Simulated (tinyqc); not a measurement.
X-ray photoelectron analysis of a thin oxide on a semiconductor: attenuation lengths, thickness, angle series and band offsets: one step, computed by the program tinyqc. Command: `OMP_NUM_THREADS=1 python tinyqc.py 3114042 3114043 out.jsonl xps walk`. One thread of a shared host (Intel(R) Xeon(R) Processor @ 2.30GHz), about 0.01 s of CPU time with the checks.

The same element is seen in the oxide and in the substrate, at nearly the same kinetic energy; films are flat and uniform, and the work function is ignored.

Problem. Band offsets by core levels. Valence band offset = (E_core - E_v)(substrate) - (E_core - E_v)(oxide) + (core level separation at the interface, oxide less substrate). The separation is made here from the given offset; a uniform field F that raises the binding energy towards the surface shifts the oxide peak by e F <z>, <z> = d/(1 - exp(-x)) - d/x, x = d/(L_o cos theta), being the mean distance from the interface. Conduction band offset = oxide gap - substrate gap - valence band offset.

Inputs (values chosen for the exercise, modelled on SiO2 on silicon):
```
quantity                                       value   unit
oxide gap                                       9.02     eV
substrate gap                                   1.12     eV
oxide thickness d                                5.8     nm
valence band offset used to make the data       4.33     eV
core level less valence band top, substrate    98.86     eV
core level less valence band top, thick oxide  98.52     eV
field in the oxide                              0.44  MV/cm
```

d/(L_o cos theta) = 2.457850

Give: separation without field; <z>; separation with field; apparent valence band offset; true conduction band offset; apparent conduction band offset.

Solution.

separation without field = 3.99 eV

<z> = 3.983 nm

separation with field = 4.165 eV

apparent valence band offset = 4.505 eV

true conduction band offset = 3.57 eV

apparent conduction band offset = 3.395 eV

The field biases both offsets by 0.18 eV, in opposite directions.
